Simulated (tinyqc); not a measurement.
Carrier lifetime from Shockley-Read-Hall, radiative, Auger and surface recombination: one step, computed by the program tinyqc.

Energies are counted from the top of the valence band. Boltzmann statistics, full ionisation, and equal excess densities of electrons and holes.

Problem. Surface lifetime. The slowest diffusion mode has x tan x = S W/(2 D) with 0 < x < pi/2 (bisection), and tau_s = W^2/(4 x^2 D). The common approximation is W/(2 S) + W^2/(pi^2 D).

Inputs (values chosen for the exercise, for a model semiconductor): diffusion coefficient D = 3.5 cm^2/s; surface velocity S = 7700 cm/s; thickness W = 10 micrometre.

Doping: n-type. Surface term: two equal surfaces.

Give: x; tau_s; approximate tau_s.

Solution.

x = 0.89035

tau_s = 9.0106e-08 s

approximate tau_s = 9.3884e-08 s

The approximation is off by 4.2 %. Surface and diffusion both limit.
